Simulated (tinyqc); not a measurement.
Cyclotron resonance of ellipsoidal valleys, Ge type, step by step. Values are carried at full precision from step to step, so a last printed digit may differ when a step is redone from the rounded ones.

Valleys along [111], [-111], [1-11], [11-1], mass ml along the axis and mt across it. B lies in the (1-10) plane, b = (sin(theta)/sqrt2, sin(theta)/sqrt2, cos(theta)). For the angle phi between B and the axis, 1/mc^2 = cos^2(phi)/mt^2 + sin^2(phi)/(mt ml). Resonance: h nu = 2 muB B/mc, h = 2 pi hbar.

Constants: hbar = 6.58211957e-16 eV s; muB = 5.788381798e-05 eV/T.

Parameters, chosen for this exercise (near those of Ge; the results hold for these values, not for the real material): theta = 82 degrees (angle of B from [001] towards [110]); ml = 1.597 m0 (longitudinal mass); mt = 0.079 m0 (transverse mass); nu = 70 GHz (microwave frequency); tau = 42 ps (scattering time).

## Angles to the valley axes

Give b and cos^2(phi) for each axis.

b: [0.7002, 0.7002, 0.1392]

cos^2(phi): [111] 0.7901, [-111] 0.0065, [1-11] 0.0065, [11-1] 0.5303

## Cyclotron masses and resonance fields

For each axis, mc and B = h nu mc/(2 muB).

Resonances:
```
axis    mc (m0)   B (T)
[111]    0.0883  0.2208
[-111]   0.3350  0.8378
[1-11]   0.3350  0.8378
[11-1]   0.1062  0.2655
```

3 distinct masses appear; the limits are mt = 0.079 (B along the axis) and sqrt(ml mt) = 0.3552 (B across it).

## The same from the mass tensor

For the valley along [11-1]: M = mt 1 + (ml - mt) a a^T, and mc^2 = det M/(b M b).

M (m0), rows x, y, z and columns alike:
```
[[0.5850, 0.5060, -0.5060],
 [0.5060, 0.5850, -0.5060],
 [-0.5060, -0.5060, 0.5850]]
```

det M = 0.0099669
b M b = 0.8840
mc = 0.1062 m0

## Line shape

For linear polarisation and one isotropic mass the absorbed power goes as P = [1 + (w^2 + wc^2) tau^2]/([1 + (wc^2 - w^2) tau^2]^2 + 4 w^2 tau^2), w = 2 pi nu. List it for wc/w = 0, 0.5, 0.8, 0.9, 1, 1.1, 1.2, 1.5 and 2, which is B over the resonance field.

w tau = 18.473

Power:
```
wc/w         P
0.0   0.002922
0.5   0.006444
0.8    0.03458
0.9     0.1137
1.0     0.5004
1.1     0.1137
1.2    0.03443
1.5   0.006027
2.0   0.001624
```

The largest listed value lies at wc/w = 1.0, 171.2 times the zero-field value. With w tau well above 1 the line is sharp, of relative half width about 1/(w tau). The closest two lines of this crystal are 20.3 % apart, so they are resolved.

## Checks

- Rotation frequency of dv/dt = -M^-1 (v x b) for the valley along [11-1], in units of e B/m0, against 1/mc: both 9.4175.

Computed by tinyqc, a small Python program: `OMP_NUM_THREADS=1 python tinyqc.py 1250772 1250773 out.jsonl` (the numbers bound the seed that draws the inputs); one thread of a shared host (Intel(R) Xeon(R) Processor @ 2.30GHz), about 0.01 s for the whole set of steps.
